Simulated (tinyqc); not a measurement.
From results back to parameters: core-shell quantum dot (spherical envelope functions). Three cases, with inputs chosen for the exercise.

Problem. The lowest electron level was computed from a hidden shell thickness H.

Parabolic bands; strain and other valleys are left out. s states, u = r psi, hard wall at R + H, c = hbar^2/2m0, energies from the band edges of the core. Core: u = sin(k1 r)/k1, k1 = sqrt(m1 E/c). At R, psi and psi'/m are continuous, so u is continuous and its slope in the shell is s = u/R + (m2/m1)(u' - u/R). Shell: u(R + x) = u(R) cos(k2 x) + s sin(k2 x)/k2, k2 = sqrt(m2 (E - V)/c); for negative arguments the functions turn into sinh and cosh. A level has u(R + H) = 0.

Constants: hbar^2/2m0 = 3.80998211 eV angstrom^2.

Find: u(R); s; H.

Case 1.

Values chosen (near those of a ZnSe/CdS core-shell dot; the results hold for these values, not for the real material):
- R = 23 angstrom (core radius)
- Vc = -0.733 eV (conduction edge of the shell above that of the core)
- me1 = 0.157 m0 (electron, core)
- me2 = 0.207 m0 (electron, shell)

E_e = -0.2191311 eV

Solution.

u(R) = 46.216 angstrom
s = 5.2986
H = 13.0 angstrom

u(R) and s follow from E_e; u(R + H) = 0 gives tan(k2 H) = -k2 u(R)/s, with the first positive root.

Case 2.

Values chosen (near those of an InP/GaP core-shell dot; the results hold for these values, not for the real material):
- R = 35 angstrom (core radius)
- Vc = 0.4 eV (conduction edge of the shell above that of the core)
- me1 = 0.078 m0 (electron, core)
- me2 = 0.127 m0 (electron, shell)

E_e = 0.2296460 eV

Solution.

u(R) = 9.853 angstrom
s = -1.3773
H = 8.0 angstrom

u(R) and s follow from E_e; u(R + H) = 0 gives tanh(kappa H) = -kappa u(R)/s.

Case 3.

Values chosen (near those of a CdTe/CdSe core-shell dot; the results hold for these values, not for the real material):
- R = 12 angstrom (core radius)
- Vc = -0.321 eV (conduction edge of the shell above that of the core)
- me1 = 0.096 m0 (electron, core)
- me2 = 0.13 m0 (electron, shell)

E_e = -0.0473409 eV

Solution.

u(R) = 12.347 angstrom
s = 1.1078
H = 24.0 angstrom

u(R) and s follow from E_e; u(R + H) = 0 gives tan(k2 H) = -k2 u(R)/s, with the first positive root.

Computed by tinyqc, one run a case: `OMP_NUM_THREADS=1 python tinyqc.py N N+1 out.jsonl` with N = 1252423, 1252475, 1252659; one thread of a shared Intel(R) Xeon(R) Processor @ 2.30GHz, about 0.03 s a run at most.
